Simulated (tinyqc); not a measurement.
Inside a calculation: nanosheet or nanowire with hard walls, valleys of the Si type. Values are carried at full precision from step to step, so a last printed digit may differ when a step is redone from the rounded ones.

Six ellipsoidal valleys along the cube axes: inverse mass tensor w = 1/mt + (1/ml - 1/mt) a a^T with a the unit axis. Device axes: x along the channel, z = [001], y = z x x.

Constants: hbar^2/2m0 = 3.80998211 eV angstrom^2; hbar = 6.58211957e-16 eV s; e^2/h = 3.874045865e-05 S; kB = 8.617333262e-05 eV/K.

Values chosen for the exercise (near those of Si; not measured data): ml = 0.916 m0 (longitudinal mass); mt = 0.192 m0 (transverse mass); channel = 110 (transport direction x on a (001) wafer); W = 85 angstrom (width, along y); H = 50 angstrom (height, along z = [001]); dE = 0.205 eV (EF above the lowest subband edge); T = 350 K (temperature); g_all = 6 (number of valleys).

## Valley masses for a [110] channel

Rotate w into the device axes and group equal valleys (|w_yz| counts); order by w_zz, then w_yy. 1/m_x = w_xx - w_xc w_c^-1 w_cx with c the block (y, z).

Valleys:

| group | valleys g | w_yy | w_zz | \|w_yz\| | m_x (m0) |
|---|---|---|---|---|---|
| A | 2 | 5.2083 | 1.0917 | 0.0000 | 0.1920 |
| B | 4 | 3.1500 | 5.2083 | 0.0000 | 0.5540 |

The lightest transport mass, 0.192 m0, belongs to group A.

## One-dimensional subbands

Hard walls around a W x H rectangle. The block w_c of w in (y, z) confines; the transport mass follows from 1/m_x = w_xx - w_xc w_c^-1 w_cx. The cross-section problem c (w_yy ky^2 + 2 w_yz ky kz + w_zz kz^2), c = hbar^2/2m0, is solved in products sin(n pi y/W) sin(l pi z/H), n, l = 1 to 12; if w_yz = 0 the levels are c pi^2 (w_yy n^2/W^2 + w_zz l^2/H^2). The w_yz term couples (n, l) to (n', l') by -2 c w_yz D_nn'(W) D_ll'(H) with D_nm(L) = 4 n m/(L (n^2 - m^2)) for n + m odd and 0 otherwise.

The ten lowest levels of all groups together, numbered within each group.

Subbands:

| label | valleys g | m_x (m0) | E (eV) |
|---|---|---|---|
| A1 | 2 | 0.1920 | 0.0435 |
| A2 | 2 | 0.1920 | 0.0928 |
| B1 | 4 | 0.5540 | 0.0947 |
| A3 | 2 | 0.1920 | 0.1248 |
| B2 | 4 | 0.5540 | 0.1439 |
| A4 | 2 | 0.1920 | 0.1741 |
| A5 | 2 | 0.1920 | 0.1749 |
| B3 | 4 | 0.5540 | 0.2259 |
| A6 | 2 | 0.1920 | 0.2562 |
| A7 | 2 | 0.1920 | 0.2604 |

The lowest subband is A1; the number of further ones in the list within kB T = 30.2 meV of it at 350 K is 0.

## Modes, density and velocity at zero temperature

With EF = E_lowest + dE, each subband below EF has k_F = sqrt(m_x (EF - E)/c), carries n = 2 g k_F/pi electrons per length (spin included), moves at v = 2 c k_F/(hbar m_x) and adds 2 g e^2/h to the ballistic conductance; c = hbar^2/2m0, 1 angstrom/s = 1e-8 cm/s.

Occupied subbands:

| label | k_F (1/angstrom) | n (1/nm) | v (1e7 cm/s) |
|---|---|---|---|
| A1 | 0.1016 | 1.294 | 6.13 |
| A2 | 0.0886 | 1.128 | 5.34 |
| B1 | 0.1495 | 3.808 | 3.12 |
| A3 | 0.0789 | 1.005 | 4.76 |
| B2 | 0.1233 | 3.141 | 2.58 |
| A4 | 0.0612 | 0.780 | 3.69 |
| A5 | 0.0609 | 0.776 | 3.67 |
| B3 | 0.0574 | 1.461 | 1.20 |

total n = 13.392 1/nm
ballistic conductance = 1704.6 microsiemens

EF lies below the last listed level, so the count is complete for these valleys (other families, and non-parabolicity above about 0.2 eV, are left out): 8 subbands with 22 valley modes. The Fermi velocity, averaged with the densities as weights, is 3.45 x 1e7 cm/s; the mean over all filled states moving one way is half of it.

## Threshold shift from confinement

Without degeneracy the line density is N1 exp((EF - Ec)/kB T) with N1 = sum 2 g sqrt(m_x kB T/(4 pi c)) exp(-E/kB T), here over n, l up to 80 where w_yz = 0 and over all levels of a 12 x 12 sine basis otherwise; the classical value is W H Nc with Nc = 2 g_all (m_dos kB T/(4 pi c))^(3/2), m_dos = (ml mt^2)^(1/3); dVt = kB T ln(W H Nc/N1).

Form N1, W H Nc and dVt.

N1 = 0.2123 1/nm
W H Nc = 1.482 1/nm
dVt = 58.6 mV

## Checks

- Lowest level of group A on a 40 x 40 difference grid against the sine basis, eV: both 0.044.

Run: tinyqc, `OMP_NUM_THREADS=1 python tinyqc.py 1282228 1282229 out.jsonl`; Intel(R) Xeon(R) Processor @ 2.30GHz, one thread, shared host; about 0.05 s of CPU time with all checks.
